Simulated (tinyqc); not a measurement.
Delta-doped layer in the Thomas-Fermi potential, step by step. Values are carried at full precision from step to step, so a last printed digit may differ when a step is redone from the rounded ones.

All donors ionised in the plane z = 0, zero temperature, energies from the Fermi level EF of the Thomas-Fermi model, which lies at the bulk band edge; c = hbar^2/2m0, q = e^2/(4 pi eps0). Layer in a (001) plane: two valleys with m_z = ml, m_d = mt (unprimed) and four with m_z = mt, m_d = sqrt(ml mt) (primed); m3 = (ml mt^2)^(1/3), gv = 6. With n = (gv/3 pi^2)(m3 (-V)/c)^(3/2) and V'' = -(4 pi q/eps) n for z > 0, the solution is V = -b/(|z| + z0)^4 with sqrt(b) = 20/K, K = (4 pi q/eps)(gv/3 pi^2)(m3/c)^(3/2), and z0^5 = 4b/(e F0), e F0 = 2 pi q N/eps; 1e13/cm^2 = 1e-3/angstrom^2. Exchange and correlation are left out.

Constants: hbar^2/2m0 = 3.80998211 eV angstrom^2; e^2/(4 pi eps0) = 14.39964547 eV angstrom.

Values chosen for the exercise (near those of a delta-doped layer in Si; not measured data): ml = 0.895 m0 (longitudinal mass); mt = 0.187 m0 (transverse mass); eps = 11.6 (dielectric constant); N = 13 x 1e13/cm^2 (donor sheet density).

## The Thomas-Fermi well

Give K, b, e F0, z0 and the depth b/z0^4.

K = 0.075197 eV^(-1/2) angstrom^-2
b = 70738 eV angstrom^4
e F0 = 0.10140 eV/angstrom
z0 = 19.46 angstrom
depth = 0.4933 eV

Half of the electrons lie within |z| < (2^(1/5) - 1) z0 = 2.9 angstrom. The mean donor spacing in the plane is 8.8 angstrom, against a Bohr radius 0.529177 eps/m3 = 19.5 angstrom: the orbits overlap many donors, so a smeared sheet is a fair model in the plane. Across the plane the Thomas-Fermi density is more peaked than that of the quantised subbands, the more so the fewer are filled.

## Profile

V = -b/(|z| + z0)^4, n and the share of electrons beyond |z|, (z0/(|z| + z0))^5, at z = 0, 0.1, 0.25, 0.5, 1 and 2 times z0; n = (eps/(4 pi q)) 20 b/(|z| + z0)^6, q = e^2/(4 pi eps0), 1/angstrom^3 = 1e24/cm^3.

Profile:
```
z (angstrom)   V (eV)  n (1e19/cm^3)  share beyond
0.0           -0.4933            167         1.000
1.9           -0.3369           94.3         0.621
4.9           -0.2020           43.8         0.328
9.7           -0.0974           14.7         0.132
19.5          -0.0308           2.61         0.031
38.9          -0.0061          0.229         0.004
```

## Subbands

Subbands solve -(c/m_z) psi'' + V psi = E psi on 1280 points of spacing z0/80; up to ten levels for each group, kept if bound with an rms width below 2.5 z0.

List the bound levels with their rms width.

Subbands:
```
label  valleys g  m_d (m0)   E (eV)  rms z (angstrom)
0              2    0.1870  -0.2338               4.5
0'             4    0.4091  -0.1394              10.3
1              2    0.1870  -0.0417              14.5
2              2    0.1870  -0.0071              34.1
```

The lowest level lies 53 % of the way up the well, and 0' follows 94 meV higher.

## Filling the subbands

At zero temperature n_i = g m_d (mu - E_i)/(2 pi c) for E_i < mu, c = hbar^2/2m0; find mu from sum n_i = N (1e13/cm^2 = 1e-3/angstrom^2).

mu = -0.0084 eV

n_i in the order of the list (1e13/cm^2): 3.522  8.957  0.521  0.000

3 subbands filled in part, the lowest with 27 % of the electrons. The potential was built for a Fermi level at 0; filling its quantised levels puts mu 1.7 % of the depth below that, which shows how nearly the two pictures agree. The fullest is 0', with 69 %.

## Estimate from a V-shaped well

Near z = 0 the well is -depth + e F0 |z|, whose levels are a (c (e F0)^2/m_z)^(1/3) with a = 1.018793 (even) and 2.338107 (odd); c = hbar^2/2m0, m_z = ml, for the unprimed levels.

levels 0 and 1 (eV): -0.1343  0.3307

Level 0 comes out 100 meV too high, since screening flattens the true well away from the plane, and level 1 lands above the rim at 0.

## Checks

- Integral of the Thomas-Fermi density against N, 1e13/cm^2: both 13.00.
- Lowest level on a finer grid (z0/200), eV: both -0.234.

(tinyqc, `OMP_NUM_THREADS=1 python tinyqc.py 1251247 1251248 out.jsonl`, Intel(R) Xeon(R) Processor @ 2.30GHz, 1 thread, shared host, about 0.1 s.)
